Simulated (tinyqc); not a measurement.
Worked calculation: thermal stress, cracking, delamination and buckling of a thin film; Griffith cracks and misfitting inclusions. Computed by tinyqc, a small Python program that keeps every step. Command: `OMP_NUM_THREADS=1 python tinyqc.py 3025912 3025913 out.jsonl filmcrack walk`. One thread of a shared host (Intel(R) Xeon(R) Processor @ 2.30GHz), about 0.01 s of CPU time with the checks. Intermediate numbers are printed to about 5 digits and carried at full precision; extremes and crossings named in words are read from the listed rows.

Isotropic linear elasticity; the substrate is much thicker than the film; stress is positive in tension.

Inputs (values chosen for the exercise, modelled on a silicon dioxide film on silicon):
```
quantity                          value        unit
film Young's modulus E             67.4         GPa
film Poisson ratio nu              0.18           -
film expansion alpha_f            0.523      1e-6/K
substrate expansion alpha_s         2.9      1e-6/K
deposition temperature T_d          500           K
final temperature T                 300           K
intrinsic stress                     57         MPa
film thickness h                      1  micrometre
film toughness Gamma_f             8.95       J/m^2
interface toughness Gamma_i         5.2       J/m^2
substrate Young's modulus E_s       158         GPa
substrate Poisson ratio nu_s       0.25           -
flaw half length a                  1.8  micrometre
substrate surface energy gamma_s    1.2       J/m^2
inclusion radius R                 0.13  micrometre
```

Inclusion: sphere.

## Stress in the film

Thermal strain = (alpha_f - alpha_s)(T_d - T); stress = E/(1 - nu) x strain + intrinsic stress; plane-strain modulus Ebar = E/(1 - nu^2); G0 = stress^2 h/(2 Ebar) is the energy freed per area when a long strip loses its stress across its width.

thermal strain = -4.7540e-04

film stress = 17.924 MPa

Ebar = 69.657 GPa

G0 = 0.0023062 J/m^2

The film ends in tension; the thermal part is -39.1 MPa.

## Elastic mismatch

Dundurs alpha = (Ebar - Ebar_s)/(Ebar + Ebar_s), with Ebar_s = E_s/(1 - nu_s^2). The channel-crack factor is taken as g = 1.258 (1 - alpha)^(-0.7), a rough interpolation chosen for the exercise (1.258 is the value for matched materials).

Dundurs alpha = -0.41512

factor g = 0.98657

The stiffer substrate holds the crack faces and lowers the driving force.

## Channel cracks and edge delamination

Channel crack through the film: G = pi g G0, critical thickness where G = Gamma_f. Steady delamination from an edge: G = G0, critical thickness where G = Gamma_i.

driving force for channelling = 0.0071478 J/m^2

critical thickness for channelling = 1252.1 micrometre

critical thickness for delamination = 2254.8 micrometre

As the film thickens, channel cracking comes first. At h the film is safe against both. Caution: a critical thickness above 100 micrometres is no longer thin against a usual wafer, so it is only formal.

## Griffith crack in the substrate

Through crack of length 2a in plane strain: K_Ic = sqrt(2 gamma_s E_s/(1 - nu_s^2)); fracture stress = K_Ic/sqrt(pi a). An edge crack of depth a has K larger by 1.1215.

toughness K_Ic = 0.63599 MPa m^0.5

fracture stress, inner crack = 267.45 MPa

fracture stress, edge crack = 238.47 MPa

The inner crack lowers the strength to 1.7 % of the ideal E_s/10.

## A misfitting inclusion

Film material fills a sphere of radius R in the substrate, with the misfit e = thermal strain (it wants to shrink if e > 0). Radial stress at the wall s0 = e/[(1 - 2 nu)/E + (1 + nu_s)/(2 E_s)]; inside it is uniform and hydrostatic; outside s_rr = s0 (R/r)^3, s_tt = -s_rr/2. Keep-out radius: where |s_rr| falls to 10 MPa (R if it is lower at the wall).

radial stress at the wall s0 = -35.342 MPa

mean stress inside = -35.342 MPa

keep-out radius = 0.19802 micrometre

The stress does not depend on R; its reach scales with R.

## Film, cylinder and sphere at the same misfit

Thermal misfit e alone, mean stress = trace/3 and largest difference of principal stresses inside. Film: E e/(1 - nu) in two directions, 0 in the third. Cylinder: s0 = (1 + nu) e/[(1 + nu)(1 - 2 nu)/E + (1 + nu_s)/E_s] twice and s_zz = E e + 2 nu s0. Sphere: e/[(1 - 2 nu)/E + (1 + nu_s)/(2 E_s)] three times.

Stresses inside (MPa):
```
shape          s1       s2       s3     mean  largest difference
film      -39.076  -39.076    0.000  -26.050              39.076
cylinder  -29.345  -29.345  -42.606  -33.766              13.261
sphere    -35.342  -35.342  -35.342  -35.342               0.000
```

The mean stress in size is 26 MPa in the film, 34 in the cylinder and 35 in the sphere, while the largest difference, twice the largest shear stress, goes from 39 through 13 to 0. In a ductile solid shear can relax by slip and hydrostatic stress cannot.

Checks made by the program: fracture stress against the maximum of 4 a gamma - pi a^2 s^2/Ebar (relative difference 9e-09).
